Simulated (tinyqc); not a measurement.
## Projection against the Weibull slope

Defects are spread at random, so -ln(1 - F) is proportional to the area: t63(A2) = t63 (A1/A2)^(1/beta), and the time to the share Fp is t63(A2) (-ln(1 - Fp))^(1/beta).

Values chosen for this exercise:
- A1 = 860 um^2 (area of a test capacitor)
- A2 = 7.3e6 um^2 (gate area of the product)
- Fp = 0.0001 (allowed share of failed products)
- t63 = 430 s (characteristic time of a test capacitor)

Projection against the Weibull slope:
```
beta  t63 of the product (s)  time to Fp (s)  decades lost to area  decades lost to the percentile
0.6                 1.217e-4       2.623e-11                 6.548                           6.667
1.15                  0.1649        5.481e-5                 3.416                           3.478
1.7                    2.101        0.009321                 2.311                           2.353
2.25                   7.715          0.1287                 1.746                           1.778
2.8                    16.99          0.6335                 1.403                           1.429
3.35                   28.89           1.848                 1.173                           1.194
3.9                    42.27           3.985                 1.007                           1.026
4.45                   56.31           7.107                0.8829                          0.8989
5                      70.42           11.16                0.7858                          0.8000
```

What does the table show?

Both losses go as 1/beta: together 13.2 decades at beta = 0.6 and 1.59 at 5. For small Fp only the ratio Fp/A2 counts, so ten times the area costs as much as a tenth of Fp.

Computed by the program tinyqc: `OMP_NUM_THREADS=1 python tinyqc.py 2070051 2070052 out.jsonl`, one thread of a shared Intel Xeon 2.30GHz, about 0.01 s for the whole run.
